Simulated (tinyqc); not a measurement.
Segment and feed resistance from two drops.

Question. A rail is fed at one end through Rq; K loads of Ij follow, each after a segment Rs. The drop at load j is K Ij Rq + Rs Ij sum_(l=1..j) (K - l + 1). Find Rs, Rq and the worst drop, at the middle, if the rail were fed through Rq at both ends: K Ij Rq/2 + Rs Ij K^2/8 with the load taken as continuous.

Inputs (values chosen for the exercise):

| symbol | value | unit | meaning |
|---|---|---|---|
| K | 13 |  | number of equal loads |
| Ij | 0.39 | mA | current of each load |

drops at the first and at the last load (mV): 6.4896000  32.346600

Answer. The difference of the two drops is Rs Ij K (K - 1)/2, which gives Rs; the first drop then gives Rq.

Rs = 0.8500 ohm
Rq = 0.4300 ohm
drop at the middle with two feeds = 8.093 mV

Program tinyqc, `OMP_NUM_THREADS=1 python tinyqc.py 2770116 2770117 out.jsonl`; Intel Xeon 2.30GHz, shared host, one thread, about 0.1 s.
